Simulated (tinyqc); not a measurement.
Global model of a low-pressure process discharge: electron temperature, density, ion flux and ion energy: one step, computed by the program tinyqc.

Maxwellian electrons with temperature T_e in eV, one positive ion, no negative ions, uniform bulk density n; rate constants have the Arrhenius form.

Question. Biased electrode. All bias power goes to ions: V_b = P_b/(J pi r^2). Debye length at the sheath edge lambda_D = sqrt(eps_0 T_e/(e h_L n)); Child-law sheath s = (sqrt2/3) lambda_D (2 V/T_e)^(3/4), V = V_b + V_s; ion transit time tau_i = 3 s sqrt(M/(2 e V)); collisions in the sheath s/lambda_i.

Inputs (values chosen for the exercise, of the order of those of an inductive discharge in a simple atomic gas):
```
quantity                        value  unit
ion mass M                         19     u
gas temperature T_g               500     K
bias power P_b                    300     W
radius of the biased electrode      5    cm
bias frequency                      2   MHz
```

ion current density J = 3.597639 mA/cm^2

T_e = 3.326158 eV

h_L = 0.2842711

plasma density n = 1.921981e+11 1/cm^3

wall potential V_s = 14.32699 V

ion mean free path = 0.8939711 cm

Constants: eps_0 = 8.8541878128e-12 F/m; e = 1.602176634e-19 C; u = 1.6605390666e-27 kg.

Give: bias voltage V_b; lambda_D; sheath width s; ion transit time; transit time over bias period; s/lambda_i.

Answer.

bias voltage V_b = 1062 V

lambda_D = 58.00 micrometre

sheath width s = 3.508 mm

ion transit time = 100.7 ns

transit time over bias period = 0.2013

s/lambda_i = 0.3924
